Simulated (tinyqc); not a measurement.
Thermal displacements in the Debye model: Debye-Waller factors, bond-length spread and the Lindemann rule. Inputs raised by 2 %, one at a time. Computed by tinyqc, a small Python program. Command: `OMP_NUM_THREADS=1 python tinyqc.py 3014034 3014035 out.jsonl debyewaller sens`. One thread of a shared host (Intel(R) Xeon(R) Processor @ 2.30GHz), about 0.01 s of CPU time with the checks.

A Debye spectrum with three branches of one velocity, cut at k_B Theta; 2 atoms per cube, nearest neighbours at d = 0.866025 a.

Inputs (values chosen for the exercise, modelled on tungsten):

| quantity | value | unit |
|---|---|---|
| atomic mass M | 183.84 | u |
| Debye temperature Theta | 348 | K |
| lattice constant a | 3.165 | angstrom |
| temperature T | 450 | K |
| gamma-ray energy E | 77.3 | keV |
| photoelectron wave number k | 14 | 1/angstrom |

Structure: bcc.

reflection (h k l): 1  1  0

Constants: hbar^2/u = 4.18015928e-03 eV angstrom^2; k_B = 8.617333262e-05 eV/K; e = 1.602176634e-19 C; u = 1.6605390666e-27 kg; c = 299792458 m/s; hbar = 6.582119569e-16 eV s.

Method:
- <u_x^2> = (3 hbar^2/(2 M k_B Theta)) int_0^1 s coth(s Theta/(2T)) ds (64 Gauss-Legendre points); it tends to 3 hbar^2/(4 M k_B Theta) at T = 0 and to 3 hbar^2 T/(M k_B Theta^2) at high T.
- B = 8 pi^2 <u_x^2>.
- G = 2 pi sqrt(h^2 + k^2 + l^2)/a; the intensity is multiplied by exp(-2W), 2W = G^2 <u_x^2>; the loss goes into thermal diffuse scattering.
- A nucleus of this mass is supposed to emit a gamma ray of the energy chosen: recoil energy E_R = E^2/(2 M c^2), wave number k_g = E/(hbar c), recoil-free fraction f = exp(-k_g^2 <u_x^2>).
- Correlated Debye model: sigma^2 = (3 hbar^2/(M k_B Theta)) int_0^1 s coth(s Theta/(2T)) [1 - sin(s q_D R)/(s q_D R)] ds for two atoms at distance R, q_D = (6 pi^2 n)^(1/3), n atoms per volume; uncorrelated motion would give 2 <u_x^2>.
- An EXAFS amplitude is damped by exp(-2 k^2 sigma^2).

Runs:

| input moved | from | to | 2W | recoil-free fraction f | sigma^2 of the nearest bond (angstrom^2) | EXAFS damping |
|---|---|---|---|---|---|---|
| base run | - | - | 0.023567 | 0.010170 | 0.0036146 | 0.24246 |
| atomic mass M (u) | 183.84 | 187.517 | 0.023105 | 0.011127 | 0.0035437 | 0.24929 |
| Debye temperature Theta (K) | 348 | 354.96 | 0.022667 | 0.012118 | 0.0034778 | 0.25581 |
| lattice constant a (angstrom) | 3.165 | 3.2283 | 0.022652 | 0.010170 | 0.0036146 | 0.24246 |
| temperature T (K) | 450 | 459 | 0.024024 | 0.009305 | 0.0036832 | 0.23603 |
| gamma-ray energy E (keV) | 77.3 | 78.846 | 0.023567 | 0.008449 | 0.0036146 | 0.24246 |
| photoelectron wave number k (1/angstrom) | 14 | 14.28 | 0.023567 | 0.010170 | 0.0036146 | 0.22897 |

Exponents ln(y'/y) / ln(x'/x):

| input | 2W | recoil-free fraction f | sigma^2 of the nearest bond | EXAFS damping |
|---|---|---|---|---|
| atomic mass M | -1.000 | 4.543 | -1.000 | 1.403 |
| Debye temperature Theta | -1.967 | 8.852 | -1.948 | 2.707 |
| lattice constant a | -2.000 | 0.000 | 0.000 | 0.000 |
| temperature T | 0.968 | -4.486 | 0.950 | -1.358 |
| gamma-ray energy E | 0.000 | -9.361 | 0.000 | 0.000 |
| photoelectron wave number k | 0.000 | 0.000 | 0.000 | -2.891 |

Among the inputs moved here: 2W answers most in size to lattice constant a (exponent -2.000), and about equally to Debye temperature Theta (-1.967); its exponent is below 0.0005 for gamma-ray energy E, photoelectron wave number k. Its exponent -2.000 in lattice constant a: G^2 goes as 1/a^2. Recoil-free fraction f answers most in size to gamma-ray energy E (exponent -9.361), next to Debye temperature Theta (+8.852); its exponent is below 0.0005 for lattice constant a, photoelectron wave number k. sigma^2 of the nearest bond answers most in size to Debye temperature Theta (exponent -1.948), next to atomic mass M (-1.000); its exponent is below 0.0005 for lattice constant a, gamma-ray energy E, photoelectron wave number k. EXAFS damping answers most in size to photoelectron wave number k (exponent -2.891), next to Debye temperature Theta (+2.707); its exponent is below 0.0005 for lattice constant a, gamma-ray energy E.
